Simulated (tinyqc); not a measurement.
## Density and mobility of a removed layer (differential Hall)

Question. For layers in parallel the sheet conductance g = 1/Rs and the product g mu_H (mu_H signed, unit Hall factors) are additive. Find the sheet density and mobility of the layer that was removed, and its share of the conductance.

Constants: q = 1.602176634e-19 C. Results are converted to the units shown.

Rs before and after removing the top layer (ohm/square): 3075.8472  78806.933
apparent mobility before and after, signed (cm^2/(V s)): 1443.1721  44

Solution. The differences give g1 = q n mu and g1 mu = q n mu^2; their ratio is mu and g1^2/(q g1 mu) is n.

sheet density = 1.30e12 cm^-2
mobility = 1.50e3 cm^2/(V s)
share of the conductance = 96.1 %

Program tinyqc, `OMP_NUM_THREADS=1 python tinyqc.py 2850172 2850173 out.jsonl`; Intel Xeon 2.30GHz, shared host, one thread, about 0.01 s.
